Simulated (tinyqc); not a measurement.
What each parameter does: overlap of hydrogenic dopants: pairs, impurity band and the Mott density.

Ry* = Ry m/eps^2, aB = a0 eps/m. For 1s orbitals a distance rho = R/aB apart, in Ry*: overlap S = exp(-rho)(1 + rho + rho^2/3), J = (2/rho)(1 - (1 + rho) exp(-2 rho)) (attraction to the other ion), Kx = 2 (1 + rho) exp(-rho) (exchange of one electron). One electron on a pair has E = -1 - (J +/- Kx)/(1 +/- S), without the repulsion 2/rho of the ions. Hopping after orthogonalisation: t = (Kx - S J)/(1 - S^2), half the splitting. Dopants on a lattice with z neighbours, n = (3 sqrt3/4)/R^3 (bcc), give a band of width B = 2 z t, as on any lattice of two interpenetrating sublattices. Valleys, central cells and disorder are left out.

Constants: Ry = 13.60569312 eV; a0 (Bohr radius) = 0.5291772105 angstrom.

Parameters, chosen for this exercise (an isotropic mass and dielectric constant of the size used for donors in SiC; shifted at random, so the results belong to these values and not to a real crystal):

| symbol | value | unit | meaning |
|---|---|---|---|
| m | 0.4 | m0 | mass |
| eps | 9.5 |  | dielectric constant |
| rho | 5.4 | aB | distance of a pair |
| N | 0.027 | 1/aB^3 | dopant density |
| z | 8 |  | neighbours in the dopant lattice |

At fixed N in units of 1/aB^3 and fixed rho: Ry*, 2t of the pair, B of the lattice and the density in 1e18/cm^3 (1/angstrom^3 = 1e24/cm^3).

One parameter was then changed.

Results before and after:

| case | Ry* (meV) | 2t (meV) | B (meV) | density (1e18/cm^3) |
|---|---|---|---|---|
| base | 60.302 | 3.7405 | 116.223 | 13.60 |
| changed | 60.302 | 3.7405 | 162.584 | 20.40 |

Which of these changes was made? (a) rho = 5.9 aB; (b) m = 0.44 m0; (c) N = 0.0405 1/aB^3; (d) eps = 10.45.
Answer: (c) N = 0.0405 1/aB^3. Of the candidates, run in turn, only this one gives the changed row.

All candidates:

| case | Ry* (meV) | 2t (meV) | B (meV) | density (1e18/cm^3) |
|---|---|---|---|---|
| base | 60.302 | 3.7405 | 116.223 | 13.60 |
| m = 0.44 m0 | 66.332 | 4.1145 | 127.845 | 18.10 |
| eps = 10.45 | 49.837 | 3.0913 | 96.052 | 10.22 |
| rho = 5.9 aB | 60.302 | 2.4936 | 116.223 | 13.60 |
| N = 0.0405 1/aB^3 | 60.302 | 3.7405 | 162.584 | 20.40 |

Program tinyqc; command `OMP_NUM_THREADS=1 python tinyqc.py 1450435 1450436 out.jsonl`; about 0.01 s on one thread of a shared Intel(R) Xeon(R) Processor @ 2.30GHz.
